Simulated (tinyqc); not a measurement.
## Arrhenius plot from several rate windows

Emission rate en = sn vth(T) Nc(T) exp(-Et/kB T) = sn g T^2 exp(-Et/kB T), g = vth Nc/(300 K)^2, as vth goes as T^0.5 and Nc as T^1.5 (degeneracy factor 1). Each window ew gives the temperature where en = ew.

Values chosen for this exercise; material values close to those of gallium nitride:
- Nc = 2.26e18 cm^-3 (conduction-band density of states at 300 K)
- vth = 2.6e7 cm/s (thermal velocity at 300 K)
- Et = 0.59 eV (depth of the trap below the conduction edge)
- sn = 1.5e-16 cm^2 (capture cross-section)

Constants: q = 1.602176634e-19 C, kB = 1.380649e-23 J/K. Results are converted to the units shown.

Results:
```
ew (1/s)  T peak (K)  q/kB T (1/eV)  ln(ew/T^2)   ln ew
1.7            305.6          37.98      -10.91  0.5306
5.1            320.0          36.27      -9.907   1.629
47             353.3          32.84      -7.885   3.850
140            372.3          31.17      -6.898   4.942
430            393.9          29.46      -5.889   6.064
1300           417.7          27.78      -4.899   7.170
3900           444.1          26.13      -3.924   8.269
```

Estimate the missing row, ew = 15 1/s.

Computed row:
```
ew (1/s)  T peak (K)  q/kB T (1/eV)  ln(ew/T^2)  ln ew
15             335.4          34.60      -8.922  2.708
```

With this row back in the table: The peak rises from 306 to 444 K. ln(ew/T^2) against q/kB T is a straight line of slope -0.5900 eV, the trap depth. Its intercept gives sn = 1.50e-16 cm^2. Leaving out the T^2 gives 0.6531 eV, too high by about 2 kB T.

Program tinyqc, `OMP_NUM_THREADS=1 python tinyqc.py 2050052 2050053 out.jsonl`; Intel Xeon 2.30GHz, shared host, one thread, about 0.01 s.
